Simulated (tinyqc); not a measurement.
Inside a calculation. Model: minority-electron transport through the base of a bipolar transistor (Moll-Ross and Kroemer integrals). Computed by tinyqc, a small Python program that keeps every step. Command: `OMP_NUM_THREADS=1 python tinyqc.py 3027983 3027984 out.jsonl base walk`. One thread of a shared host (Intel(R) Xeon(R) Processor @ 2.30GHz), about 0.01 s of CPU time with the checks. Intermediate numbers are printed to about 6 digits and carried at full precision; extremes and crossings named in words are read from the listed rows.

Low injection, one dimension, x from the emitter edge (0) to the collector edge (W), s = x/W. Recombination is treated as a small correction (valid for tau_B well below tau_n), computed from the stored charge.

Inputs (values chosen for the exercise, modelled on InP):
```
quantity                                     value        unit
intrinsic density n_i at the emitter edge  1.3e+07      1/cm^3
base doping at the emitter edge N_0        1.1e+19      1/cm^3
base width W                                   210          nm
mu_min                                         870  cm^2/(V s)
mu_max                                        4700  cm^2/(V s)
N_ref                                      1.6e+17      1/cm^3
saturation velocity v_s                          1    1e7 cm/s
electron lifetime tau_n                       0.37          ns
emitter Gummel number G_E                    7e+13      s/cm^4
base-emitter voltage V_BE                     0.89           V
temperature T                                  300           K
doping ratio N_0/N(W)                           64           -
```

Base doping profile: Gaussian. Gap grading: none. Exit of the base: saturation velocity.

Constants: k_B = 8.617333262e-05 eV/K; e = 1.602176634e-19 C.

## Profile and built-in field

N(x) = N_0 (ratio)^(-s^2); n_i(x) = n_i; D(x) = (k_B T/e) mu, mu = mu_min + (mu_max - mu_min)/(1 + (N/N_ref)^0.7). Field that drives electrons towards the collector, averaged over the base: (k_B T/e) ln[N_0 n_i(W)^2/(N(W) n_i^2)]/W.

Across the base:
```
s     N (1/cm^3)  n_i(x)^2/n_i^2  D (cm^2/s)   y (s/cm^5)
0.0  1.10000e+19               1     27.3630  4.02002e+17
0.2  9.31420e+18               1     27.9316  3.33464e+17
0.4  5.65463e+18               1     30.0332  1.88279e+17
0.6  2.46132e+18               1     35.2254  6.98734e+16
0.8  7.68135e+17               1     47.2530  1.62558e+16
1.0  1.71875e+17               1     70.7576  2.42907e+15
```

drift factor eta (potential drop in k_B T/e) = 4.15888

mean built-in field = 5.11978 kV/cm

## Collector current and transit time

With y(x) = N n_i^2/(D n_i(x)^2): base Gummel number G_B = int_0^W y dx + N(W) n_i^2/(v_s n_i(W)^2); J_C = e n_i^2 exp(e V_BE/k_B T)/G_B; n(x) = (J_C/e)(n_i(x)^2/(N n_i^2)) [int_x^W y dx + the same exit term]; transit time tau_B = (e/J_C) int n dx; trapezoid rule on 401 even points.

base Gummel number G_B = 3.42122e+12 s/cm^4

collector current density J_C = 0.00707552 A/cm^2

base transit time tau_B = 2.76617 ps

share of the exit term in G_B = 0.502379 %

mean velocity W/tau_B = 0.759173 1e7 cm/s

Plain diffusion with the D of the emitter edge would take W^2/(2D) = 8.06 ps, 2.91 times the result.

## Gain and speed

Emitter-limited gain beta_E = G_E/G_B; recombination-limited gain beta_R = tau_n/tau_B; 1/beta = 1/beta_E + 1/beta_R; f_T from the base alone = 1/(2 pi tau_B).

beta_E = 20.4605

beta_R = 133.759

current gain beta = 17.7460

f_T from the base alone = 57.5363 GHz

The gain is limited mainly by hole injection into the emitter (87 % of the base current).

## What grading buys

N(x) = N_0 (ratio)^(-s^2); n_i(x)^2 = n_i^2 exp(s dE_g/k_B T); D(x) = (k_B T/e) mu, mu = mu_min + (mu_max - mu_min)/(1 + (N/N_ref)^0.7).

The same base with other gradings:
```
dE_g (meV)  dE_g/k_B T  G_B (s/cm^4)  J_C gain  tau_B (ps)  speed gain
0               0.0000   3.42122e+12   1.00000     2.76617     1.00000
25              0.9670   2.71277e+12   1.26115     2.36635     1.16896
50              1.9341   2.21495e+12   1.54460     2.06218     1.34138
75              2.9011   1.85278e+12   1.84654     1.82437     1.51623
100             3.8682   1.58126e+12   2.16360     1.63409     1.69279
150             5.8023   1.20792e+12   2.83232     1.34988     2.04919
200             7.7363   9.68145e+11   3.53379     1.14868     2.40814
300            11.6045   6.84951e+11   4.99484     0.88397     3.12925
```

At 100 meV J_C rises by a factor 2.16 and the transit is 1.69 times faster; at 300 meV the factors are 4.99 and 3.13. For a uniform base without exit term both tend to be linear in dE_g/k_B T, J_C as x/(1 - exp(-x)) and the speed as x/2. From 50 meV on the mean velocity W/tau_B exceeds v_s, so those speed gains are overstated.

Checks made by the program: Gummel integral against a 60-point Gauss rule (relative difference 4e-07).
